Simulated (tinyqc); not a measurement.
# Changing the temperature T

Model: pressure-driven transition between two phases with analytic equations of state. Computed by tinyqc, a small Python program. Command: `OMP_NUM_THREADS=1 python tinyqc.py 3014279 3014280 out.jsonl transition sweep`. One thread of a shared host (Intel(R) Xeon(R) Processor @ 2.30GHz), about 0.02 s of CPU time with the checks.

Each phase obeys E = E0 + (9 V0 B0/16) [y^3 B' + y^2 (2 - 4 y)], y = (V0/V)^(2/3) - 1; P = (3 B0/2) (x^7 - x^5) [1 + (3/4)(B' - 4)(x^2 - 1)], x = (V0/V)^(1/3); E0 = 0 for phase 1 and Delta E0 for phase 2. H = E + P V.

Inputs (values chosen for the exercise, for two model phases): volume V0 of phase 1 = 30.8 angstrom^3/atom; B0 of phase 1 = 36.1 GPa; B' of phase 1 = 5.16; volume V0 of phase 2 = 26.8 angstrom^3/atom; B0 of phase 2 = 48.4 GPa; B' of phase 2 = 4.36; energy of phase 2 above phase 1, Delta E0 = 0.044 eV/atom; entropy of phase 2 less phase 1, Delta S = 0.45 k_B/atom.

Equation of state: Birch-Murnaghan.

Constants: 1 eV/angstrom^3 = 160.2176634 GPa; k_B = 8.617333262e-05 eV/K.

Method. Start from P = Delta E0/(V0 of phase 1 - V0 of phase 2); at each P solve P(V) = P for both phases and step P(new) = P - (H_2 - H_1)/(V_2 - V_1); stop when |H_2 - H_1| < 1e-10 eV. At the zero-temperature transition the volume change is V_2/V_1 - 1 and the work is P (V_1 - V_2). At T the condition is H_2 - H_1 - T Delta S = 0, with Delta S constant and thermal expansion left out; the Clausius-Clapeyron slope is dP/dT = Delta S/(V_2 - V_1) at the zero-temperature point.

One run for each value:
```
temperature T (K)  transition pressure at T (GPa)  linear estimate at T (GPa)
100                                        1.7007                      1.6999
300                                        1.3578                      1.3504
500                                        1.0215                      1.0009
800                                        0.5298                      0.4767
1100                                       0.0539                     -0.0476
1400                                      -0.4057                     -0.5719
```

Describe and explain the trends.

Over the rows, transition pressure at T (GPa) falls from 1.70 to -0.406; linear estimate at T (GPa) falls from 1.70 to -0.572. The line bends away from the linear estimate because V_2 - V_1 changes along it. Left out: 1800 (no transition within the range of the equations of state).

Caution (all rows): a constant Delta S holds only at high temperature; it vanishes as T goes to 0, so the shift counted from T = 0 is somewhat too large. Caution (rows 1400): the transition pressure at T is negative: phase 2 is already the stable one at zero pressure.
